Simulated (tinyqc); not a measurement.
## Tunnel rates from the two plateau currents

Problem. With only the 0-1 transition of a spin-degenerate level in the bias window, I = 2 q G_in G_out/(2 G_in + G_out). Find GL and GR.

Constants: q = 1.602176634e-19 C. Results are converted to the units shown.

sizes of the plateau currents for electrons entering from the left and from the right (pA): [60.260972, 32.692187]

Answer. q/I(left) = 1/GR + 1/(2 GL) and q/I(right) = 1/GL + 1/(2 GR) are linear in 1/GL and 1/GR.

GL = 0.210 1/ns
GR = 3.60 1/ns

tinyqc, about 0.01 s, one thread, Intel Xeon 2.30GHz (shared host): `OMP_NUM_THREADS=1 python tinyqc.py 2780008 2780009 out.jsonl`
